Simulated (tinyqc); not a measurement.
Swing of the coupled dose with resist thickness: standing waves and exposure in a photoresist film.

Normal incidence from air. Unexposed resist: N1 = n1 + i k1 with k1 = (A + B) lam/(4 pi), lam in micrometres. r01 = (1 - N1)/(1 + N1), t01 = 2/(1 + N1). Substrate Ns = ns + i ks: r12 = (N1 - Ns)/(N1 + Ns). With p = exp(2 pi i N1 d/lam), the field at depth z is E(z) = t01 [exp(2 pi i N1 z/lam) + r12 p^2 exp(-2 pi i N1 z/lam)]/(1 + r01 r12 p^2), the relative intensity I(z) = n1 |E(z)|^2 and the reflectance R = |(r01 + r12 p^2)/(1 + r01 r12 p^2)|^2.

Parameters, chosen for this exercise (a resist on Al, indices near tabulated ones; not measured data):
```
symbol  value  unit          meaning
lam     193    nm            vacuum wavelength
n1      1.733                resist index
A       0      1/micrometre  bleachable absorption (Dill A)
B       0.5    1/micrometre  fixed absorption (Dill B)
d       217    nm            resist thickness
ns      0.11                 substrate n
ks      2.193                substrate k
```

The mean of I is taken over 800 depths; the relative dose to clear is taken as 1/(mean of I over the lowest period, 60 depths), scaled to 1 in the first row.

Swing:
```
d (nm)       R  mean I  relative dose
217.0   0.8204  1.1488          1.000
226.3   0.7371  1.6261          0.697
244.8   0.6036  2.3565          0.509
254.1   0.7447  1.4809          0.818
263.4   0.8031  1.1057          1.072
272.7   0.7924  1.1266          1.019
282.0   0.6994  1.5870          0.715
291.2   0.5254  2.4582          0.471
300.5   0.5581  2.2497          0.529
309.8   0.7127  1.4316          0.838
319.1   0.7774  1.0798          1.092
328.4   0.7655  1.1059          1.038
```

Give the missing row, d (nm) = 235.6.

Computed row:
```
d (nm)       R  mean I  relative dose
235.6   0.5745  2.5762          0.450
```

The period is 55.7 nm, six rows. The relative dose swings between 0.450 and 1.092, a ratio (max - min)/mean of 0.813, against the estimate 4 sqrt(|r01|^2 |r12|^2) exp(-(A + B) d) = 0.913 for the oscillating part alone; the ratio from the table also holds the slow rise from absorption, 3.8 % over two periods, so the two are not strictly comparable. The dose is least sensitive to thickness at an extremum; the lowest dose listed is at 235.6 nm.

(tinyqc, `OMP_NUM_THREADS=1 python tinyqc.py 1680113 1680114 out.jsonl`, Intel(R) Xeon(R) Processor @ 2.30GHz, 1 thread, shared host, about 0.01 s.)
